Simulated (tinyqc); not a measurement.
Worked calculation: G0W0 on RHF in the sto-3g basis, for BeH+, spin multiplicity 1. One step of it, computed by the program tinyqc.

Question. Orthogonalisation. S = U s U^T; symmetric (Loewdin) form X = U s^(-1/2) U^T, so that X^T S X = 1.

overlap S, lower triangle:
```
           1Be 1s    1Be 2s   1Be 2px   1Be 2py   1Be 2pz     2H 1s
1Be 1s   1.000000
1Be 2s   0.259517  1.000000
1Be 2px  0.000000  0.000000  1.000000
1Be 2py  0.000000  0.000000  0.000000  1.000000
1Be 2pz  0.000000  0.000000  0.000000  0.000000  1.000000
2H 1s    0.070413  0.462392  0.000000  0.000000  0.527580  1.000000
```

Give: eigenvalues of S; X.

Answer.

eigenvalues of S: 0.290  0.794  1.000  1.000  1.172  1.744

X, lower triangle:
```
         1Be 1s  1Be 2s  1Be 2px  1Be 2py  1Be 2pz  2H 1s
1Be 1s    1.028
1Be 2s   -0.146   1.162
1Be 2px   0.000   0.000    1.000
1Be 2py   0.000   0.000    0.000    1.000
1Be 2pz  -0.011   0.151    0.000    0.000    1.169
2H 1s     0.021  -0.357    0.000    0.000   -0.401  1.300
```
